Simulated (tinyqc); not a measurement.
Lorentz oscillators and the Kramers-Kronig relations, step by step. Values are carried at full precision from step to step, so a last printed digit may differ when a step is redone from the rounded ones.

eps(E) = 1 + sum_j S_j/(E0_j^2 - E^2 - i G_j E).

Constants: hbar c = 1973.269805 eV angstrom; hbar^2/2m0 = 3.80998211 eV angstrom^2; e^2/(4 pi eps0) = 14.39964547 eV angstrom.

Parameters, chosen for this exercise (line positions loosely like those of SiC; Lorentz tails absorb below the gap, where the real solid is clear; shifted at random, so the results belong to these values and not to a real crystal): E0 = (6.17, 7.28, 9.41) eV (resonances); G = (0.89, 0.94, 2.19) eV (widths); S = (59.3, 112.4, 108) eV^2 (strengths); E = 11.06 eV (photon energy); h = 0.5 eV (grid step); M = 36 (grid points E_j = j h); i = 17 (grid index at which eps1 is wanted).

## Dielectric function at one energy

Evaluate each oscillator and the sum.

terms: -0.6943+0.0811i  -1.5857+0.2378i  -2.1116+1.5143i

eps(E) = -3.3917+1.8332i
eps(0) = 5.8982

## Optical constants

n + i k = sqrt(eps1 + i eps2) with k >= 0; R = ((n - 1)^2 + k^2)/((n + 1)^2 + k^2) at normal incidence from vacuum; alpha = 2 E k/(hbar c), times 1e8 for 1/cm; loss function Im(-1/eps) = eps2/(eps1^2 + eps2^2).

Convert eps at the photon energy E into the optical constants.

n = 0.4815
k = 1.9036
R = 0.6690
alpha = 2.13e+06 1/cm
loss function = 0.1233
vacuum wavelength hc/E (hc = 1239.841984 eV nm) = 112.1 nm

The intensity falls to 1/e within 4.69 nm. eps1 is negative, so k exceeds n, as in a metal below its plasma energy; R is 0.67.

## Absorptive part on the grid

Tabulate eps2 at E_j = j h.

eps2(E_j), j = 1 .. M: 0.0526  0.1083  0.1707  0.2446  0.3372  0.4602  0.6352  0.9052  1.3716  2.3243  4.8460  12.1156  11.8814  15.7295  15.5530  7.4239  5.7173  6.1390  6.0200  4.4673  2.9174  1.9217  1.3267  0.9604  0.7235  0.5628  0.4493  0.3664  0.3040  0.2559  0.2180  0.1878  0.1632  0.1430  0.1262  0.1121

## eps1 at one grid point

Kramers-Kronig: eps1(E) = 1 + (2/pi) P integral_0^infinity E1 eps2(E1)/(E1^2 - E^2) dE1. Maclaurin rule on the grid E_j = j h, j = 1 .. M: eps1(E_i) = 1 + (4 h/pi) sum over j with j - i odd of E_j eps2(E_j)/(E_j^2 - E_i^2); nothing is added above E_M.

List the terms E_j eps2_j/(E_j^2 - E_i^2) for j - i odd, add them and form eps1.

terms in order of j (1/eV): -0.0015  -0.0072  -0.0218  -0.0644  -0.2460  -2.0053  -4.7358  -7.1989  6.3144  1.6098  0.4336  0.1606  0.0756  0.0414  0.0251  0.0164  0.0112  0.0080

sum = -5.585 1/eV
eps1(E_i) = -2.555

The oscillator formula gives -2.759 at E_i = 8.5 eV. The rule samples every 2h = 1 eV against a narrowest width of 0.89 eV and stops at 18 eV; coarse sampling and the missing tail make the difference.

## The f-sum on the grid

W(E_M) = (2/pi) h sum_j E_j eps2_j, with half weight on the last point; the full integral equals sum S_j = (hbar omega_p)^2, and the electron density follows from (hbar omega_p)^2 = 8 pi c (e^2/(4 pi eps0)) N with c = hbar^2/2m0.

W(E_M) = 262.37 eV^2
sum S = 279.70 eV^2
share reached on this grid (a step near the line widths can inflate it) = 0.938
hbar omega_p = 16.724 eV
N = 2.03e+23 1/cm^3

## Checks

- The value of eps1 at 11.125 eV from a fine, long grid (with the tail of eps2 ~ 1/E^3 added) against the oscillator formula: both -3.31.

Run: tinyqc, `OMP_NUM_THREADS=1 python tinyqc.py 1680495 1680496 out.jsonl`; Intel(R) Xeon(R) Processor @ 2.30GHz, one thread, shared host; about 0.1 s of CPU time with all checks.
